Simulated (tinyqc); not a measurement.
Six-band Luttinger-Kohn model with strain: sweeps and comparisons. A value that a table varies takes the place of the one given here.

Six-band Luttinger-Kohn model in the basis |3/2,3/2>, |3/2,1/2>, |3/2,-1/2>, |3/2,-3/2>, |1/2,1/2>, |1/2,-1/2>, electron energies, zero at the top of the unstrained valence band. H = -[rows: (P+Q, -S, R, 0, -S/r2, r2 R); (-S*, P-Q, 0, R, -r2 Q, r32 S); (R*, 0, P-Q, S, r32 S*, r2 Q); (0, R*, S*, P+Q, -r2 R*, -S*/r2); (-S*/r2, -r2 Q, r32 S, -r2 R, P+Dso, 0); (r2 R*, r32 S*, r2 Q, -S/r2, 0, P+Dso)], r2 = sqrt(2), r32 = sqrt(3/2). Levels are twofold.

P = c g1 k^2 - av tr(e); Q = c g2 (kx^2 + ky^2 - 2 kz^2) - (b/2)(exx + eyy - 2 ezz); R = c sqrt3 [-g2 (kx^2 - ky^2) + 2i g3 kx ky] + (sqrt3/2) b (exx - eyy) - i d exy; S = 2 c sqrt3 g3 (kx - i ky) kz - d (exz - i eyz); c = hbar^2/2m0, e the strain tensor (not engineering shear).

s11 = (C11 + C12)/((C11 - C12)(C11 + 2 C12)), s12 = -C12/((C11 - C12)(C11 + 2 C12)), s44 = 1/C44; exx = s11 sxx + s12 (syy + szz) and cyclic, exy = s44 sxy/2; tension is positive. A uniaxial stress X along the unit vector n is s_ij = X n_i n_j.

Constants: hbar^2/2m0 = 3.80998211 eV angstrom^2.

Values chosen for the exercise (near those of InSb; shifted at random, so the results belong to these values and not to a real crystal):
```
symbol  value          unit  meaning
Dso     0.811          eV    spin-orbit splitting
g1      34.79                Luttinger gamma1
g2      15.52                gamma2
g3      16.46                gamma3
av      0.36           eV    valence hydrostatic potential
b       -2             eV    tetragonal shear potential
d       -4.7           eV    trigonal shear potential
C11     68.8           GPa
C12     37.5           GPa
C44     31.4           GPa
load    biaxial (001)        kind of stress
X1      0.6            GPa   size of the stress
E_h     5              meV   hole energy below the top
X       -2.01          GPa   stress
```

## Sweep of a biaxial (001) stress

Edges at k = 0 and curvature masses of the top pair along [100] and [001] (step 0.0002 1/angstrom); at zero stress the top is fourfold and has no single curvature.

Edges and masses:
```
X (GPa)  top (eV)  second (eV)  third (eV)  splitting (meV)  m [100]  m [001]
-3.00      0.1767      -0.1048     -0.9279            281.5    0.020    0.267
-2.00      0.1178      -0.0929     -0.8659            210.7    0.020    0.267
-1.00      0.0589      -0.0581     -0.8268            117.0    0.020    0.267
0.00       0.0000       0.0000     -0.8110              0.0        -        -
1.00       0.0781      -0.0589     -0.8152            137.0    0.067    0.013
2.00       0.1714      -0.1178     -0.8346            289.2    0.084    0.012
3.00       0.2753      -0.1767     -0.8646            452.0    0.102    0.012
```

What can be read from the table?

The splitting reaches 281.5 meV under compression and 452.0 meV under the same tension; linear shear terms alone would make the two equal, and the difference comes from the coupling to the split-off band. At the ends of the sweep the top pair has a mass along [100] of 0.020 under compression and 0.102 under tension, so compression gives the lighter holes along [100]; along [001] it has 0.267 and 0.012. The top edge itself moves by +177 and +275 meV. The ends of the sweep mean strains up to 5.0 %, beyond the range of linear deformation potentials.

## Which stress helps holes along [110]

Each load has size X1 (biaxial: sxx = syy); masses are curvatures of the top pair at k = 0.

Results:
```
load                         splitting (meV)  top edge (meV)  m [110]  m [001]
uniaxial [110], compression             60.8            29.9    0.014    0.075
uniaxial [110], tension                 57.1            31.2    0.326    0.018
uniaxial [100], compression             80.1            40.3    0.023    0.060
uniaxial [100], tension                 72.9            39.8    0.037    0.020
uniaxial [111], compression             53.5            26.0    0.019    0.029
uniaxial [111], tension                 50.1            27.4    0.055    0.029
biaxial (001), compression              72.9            35.3    0.020    0.267
biaxial (001), tension                  80.1            44.8    0.060    0.014
```

What can be read from the table?

The lightest mass along [110] (0.014) comes with uniaxial [110], compression. The largest splitting (80.1 meV) comes with uniaxial [100], compression; biaxial (001), tension. The heaviest mass along [001] (0.267), which lowers the confinement energy in a (001) channel, comes with biaxial (001), compression. The splitting per GPa follows b (s11 - s12) for loads along cube axes and d s44 for [111]: here 2 |b| (s11 - s12) = 127.8 and |d| s44/sqrt3 = 86.4 meV per GPa in the limit of large Dso; where the splitting nears Dso, mixing with the split-off band makes it depend on the sign of the load.

## Warping of the constant-energy contours (six-band Luttinger-Kohn model)

No strain (e = 0). In the plane kz = 0, |k| where the top and second pairs lie E_h below the top, against the angle from [100]; m = c k^2/E_h.

Contours:
```
angle (degrees)  k top (1/angstrom)  k second (1/angstrom)  m top (m0)  m second (m0)
0                            0.0187                 0.0045       0.267          0.015
9                            0.0191                 0.0045       0.277          0.015
18                           0.0201                 0.0045       0.308          0.015
27                           0.0216                 0.0044       0.356          0.015
36                           0.0231                 0.0044       0.407          0.015
45                           0.0238                 0.0044       0.431          0.015
```

What can be read from the table?

The heavy contour reaches 1.271 times as far along [110] as along [100], the light one 0.989 times. The warping follows g3 - g2 = 0.94 and would vanish for g2 = g3. Along [100] the heavy mass is 1/(g1 - 2 g2) = 0.267 at any energy, while the light one is 0.0152, against 1/(g1 + 2 g2) = 0.0152 at the edge, for E_h/Dso = 0.01.

## What each parameter does

Edges at k = 0 under a biaxial (001) stress X and the curvature mass of the top pair along [100] (step 0.0002 1/angstrom). Each row changes one parameter from the base and keeps the others.

Results:
```
case             top (eV)  second (eV)  third (eV)  mass (m0)
base               0.1184      -0.0932     -0.8664      0.020
C11 = 55.04 GPa    0.2181      -0.0957     -0.9667      0.020
C12 = 45 GPa       0.1598      -0.0989     -0.8992      0.020
d = -5.64 eV       0.1184      -0.0932     -0.8664      0.020
g1 = 41.748        0.1184      -0.0932     -0.8664      0.017
b = -2.4 eV        0.1441      -0.0984     -0.8868      0.020
g3 = 13.168        0.1184      -0.0932     -0.8664      0.020
X = -2.412 GPa     0.1420      -0.1005     -0.8888      0.020
```

What can be read from the table?

The largest shifts from the base row, up to three for each result and ties (the steps differ in size, so this ranks the rows, not the parameters). top (eV): C11 +0.0997, C12 +0.0414, b +0.0257; unchanged at the printed digits by d, g1 and g3. second (eV): X -0.0073, C12 -0.0057, b -0.0053; unchanged at the printed digits by d, g1 and g3. third (eV): C11 -0.1004, C12 -0.0328, X -0.0224; unchanged at the printed digits by d, g1 and g3. mass (m0): g1 -0.002; unchanged at the printed digits by C11, C12, d, b, g3 and X. The Luttinger parameters multiply k^2 and cannot move the edges; av shifts all edges alike and leaves the mass.

Computed by tinyqc, a small Python program: `OMP_NUM_THREADS=1 python tinyqc.py 1081461 1081462 out.jsonl` (the numbers bound the seed that draws the inputs); one thread of a shared host (Intel(R) Xeon(R) Processor @ 2.30GHz), about 0.04 s for the whole set of steps.
